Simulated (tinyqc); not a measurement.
Strain-driven roughening and islands of a mismatched epitaxial film: one step, computed by the program tinyqc.

Film and substrate share isotropic elastic constants; the film is coherent and biaxially strained.

Task: Wetting layer. The surface energy depends on thickness as gamma + (gamma_s - gamma) exp(-h/delta). Its curvature adds W2 = (gamma_s - gamma) exp(-h/delta)/delta^2 to the restoring terms; the flat film is stable while W2 > (1 + nu)^2 w^2/gamma, which gives h_c = delta ln[(gamma_s - gamma) gamma/(delta^2 (1 + nu)^2 w^2)], or 0 if negative.

Inputs (values chosen for the exercise, modelled on GaN on AlN): Poisson ratio nu = 0.22; surface energy gamma = 1.76 J/m^2; wetting energy gamma_s - gamma = 0.16 J/m^2; decay length of wetting delta = 0.27 nm.

energy density w = 230.8766 MJ/m^3

Give: wetting-layer thickness h_c.

Result:

wetting-layer thickness h_c = 1.049 nm

Layer-by-layer growth up to h_c, then roughening: the Stranski-Krastanov mode.
